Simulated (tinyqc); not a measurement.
# Worked calculation: transistor under a ferroelectric capacitor (negative capacitance), static model

Program tinyqc, `OMP_NUM_THREADS=1 python tinyqc.py 2860147 2860148 out.jsonl`; Intel Xeon 2.30GHz, shared host, one thread, about 0.02 s. Printed values are rounded.

A ferroelectric film of thickness tf lies between the gate and an inner metal at potential v, which drives an ordinary transistor. One domain, P = Q (background permittivity neglected): Vg = v + tf (2 al Q + 4 be Q^3), al = -3 sqrt(3) Ec/(4 Pr), be = 3 sqrt(3) Ec/(8 Pr^3). Gate charge Q(v) = Qi + Cp v with the channel charge Qi = Cox n Vt ln(1 + exp((v - VT)/(n Vt))). Q in uC/cm^2, E in kV/cm; 1 nm times 1 kV/cm is 1e-4 V. Domains, leakage and the switching time are left out.

Values chosen for this exercise; Pr and Ec close to those of hafnium oxide based films: temperature T = 300 K; remanent polarisation Pr = 13 uC/cm^2; coercive field Ec = 800 kV/cm; capacitance of the inner oxide Cox = 3.7 uF/cm^2; overlap capacitance per gate area Cp = 1.03 uF/cm^2; threshold of the inner transistor VT = 0.36 V; subthreshold factor of the inner transistor n = 1.18; ferroelectric thickness tf = 8.3 nm; gate voltage Vg = 0.69 V.

Constants: q = 1.602176634e-19 C, kB = 1.380649e-23 J/K, Vt = kB T/q. Results are converted to the units shown.

## Landau coefficients and capacitance at zero charge

al = -3 sqrt(3) Ec/(4 Pr), be = 3 sqrt(3) Ec/(8 Pr^3); C_FE(0) = 1/(2 al tf); far below threshold the gain is 1/(1 + 2 al tf Cp) near Q = 0 and the swing n Vt ln 10/gain.

al = -79.94081 kV cm/uC
be = 0.2365113 kV cm^5/uC^3
C_FE(0) = -7.535696 uF/cm^2
gain near Q = 0 = 1.158323
swing = 60.64043 mV/decade

The swing is still above Vt ln 10 = 59.5 mV a decade; without the film it is 70.2.

## Gate voltage against inner potential

v, point 0 to 8 (V): [0, 0.125, 0.25, 0.375, 0.5, 0.625, 0.75, 0.875, 1]

Q(v) and Vg(v) as above. C = dQ/dv = Cox/(1 + exp(-(v - VT)/(n Vt))) + Cp; dVg/dv = 1 + C tf (2 al + 12 be Q^2); gain = dv/dVg.

```
point  Q (uC/cm^2)  C (uF/cm^2)      Vg (V)     dVg/dv
0         0.000001     1.030028  -0.0000001  0.8633135
1         0.128801     1.031669   0.1079096  0.8631361
2         0.260525     1.127843   0.2154418  0.8505136
3         0.495613     3.325890   0.3093269  0.5605731
4         1.034141     4.692788   0.3636361  0.3890811
5         1.624269     4.729376   0.4128215  0.4017957
6         2.215500     4.729990   0.4645382  0.4270130
7         2.806750     4.730000   0.5199014  0.4600976
8         3.398000     4.730000   0.5798872  0.5009735
```

dVg/dv is positive at all listed points; its smallest value, 0.389, means a gain of 2.57. Minimising dVg/dv over v puts the thickness at which the fold first appears at 13.6 nm.

## Iteration 1: inner potential by Newton steps

v at the start = 0.69 V

f = v + tf (2 al Q + 4 be Q^3) - Vg, f' = 1 + C tf (2 al + 12 be Q^2) with C = Cox/(1 + exp(-(v - VT)/(n Vt))) + Cp; v(new) = v - f/f'.

Q = 1.931702 uC/cm^2
f = -0.2506803 V
f' = 0.4139069
v after iteration 1 = 1.295644 V

## Iteration 2: inner potential by Newton steps

As before.

Q = 4.796397 uC/cm^2
f = 0.05579733 V
f' = 0.6286526
v after iteration 2 = 1.206887 V

## Course of the iteration: inner potential by Newton steps

Stop when v changes by less than 1e-10 V, or after 30 iterations.

Course of the iteration:
```
iteration     v (V)  |change| (V)
1          1.295644         0.606
2          1.206887        0.0888
3          1.203587       3.30e-3
4          1.203582       4.30e-6
5          1.203582      7.26e-12
```

Converged in 5 iterations. At the end the number of correct digits about doubles with each step. There dVg/dv = 0.584, a gain of 1.71.
